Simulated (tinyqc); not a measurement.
Internal photoemission over an interface barrier: one step of the calculation.

Electrons are excited from the valence band of a semiconductor over the barrier Phi(F) = P0 - sqrt(q F/(4 pi eps0 ei)), whose top lies at xm = sqrt(q/(16 pi eps0 ei F)). The yield is Y = A (hv - Phi)^p exp(-xm/l), with A = 1 here.

Task. Barrier in the field. Lowering P0 - Phi, barrier, position of its top, scattering factor and threshold wavelength.

Parameters, values chosen for the exercise; dielectric values close to those of hafnium oxide: barrier at zero field P0 = 2.82 eV; image-force permittivity ei = 4.24; scattering length in the image well l = 3.3 nm; field in the dielectric F = 0.7 MV/cm.

Constants: q = 1.602176634e-19 C, h = 6.62607015e-34 J s, c = 299792458 m/s, eps0 = 8.8541878128e-14 F/cm where lengths are in cm. Results are converted to the units shown.

Give: lowering; Phi; xm; exp(-xm/l); threshold wavelength h c/(q Phi).

Result.

lowering = 154.2 meV
Phi = 2.666 eV
xm = 1.101 nm
exp(-xm/l) = 0.7162
threshold wavelength h c/(q Phi) = 465.1 nm

Computed by the program tinyqc: `OMP_NUM_THREADS=1 python tinyqc.py 2410041 2410042 out.jsonl`, one thread of a shared Intel Xeon 2.30GHz, about 0.01 s for the whole run.
